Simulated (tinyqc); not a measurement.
Photoconductance decay in a wafer: bulk and surface recombination modes, and iron detection by pair splitting: one step, computed by the program tinyqc. Command: `OMP_NUM_THREADS=1 python tinyqc.py 3112419 3112420 out.jsonl pcd walk`. One thread of a shared host (Intel(R) Xeon(R) Processor @ 2.30GHz), about 0.01 s of CPU time with the checks.

Both faces of the wafer have the same S; injection is low and all coefficients are constant. x runs from -W/2 to W/2.

Problem. Effective lifetime. Even modes cos(a x) obey b tan b = S W/(2 D) with b = a W/2, odd modes sin(a x) obey -b cot b = S W/(2 D); each decays at the rate 1/tau_b + D a^2. tau_eff is the decay time of the first mode. The surface time is 1/(D a^2) of that mode; shortcuts for it are W/(2 S), W^2/(pi^2 D) and their sum, whose error is sum/surface time - 1.

Inputs (values chosen for the exercise, modelled on p-type silicon):
```
quantity                          value         unit
thickness W                         200   micrometre
diffusivity D                      22.8       cm^2/s
bulk lifetime tau_b without iron     20  microsecond
surface recombination velocity S  26000         cm/s
```

Give: tau_eff; surface time; W/(2 S); W^2/(pi^2 D); error of the sum; tau_eff/tau_b.

Solution.

tau_eff = 1.901 microsecond

surface time = 2.101 microsecond

W/(2 S) = 0.3846 microsecond

W^2/(pi^2 D) = 1.778 microsecond

error of the sum = 2.902 %

tau_eff/tau_b = 0.09507

The surfaces are fast, and diffusion to them sets the surface time. tau_eff is only 0.095 of tau_b, so it understates the bulk lifetime.
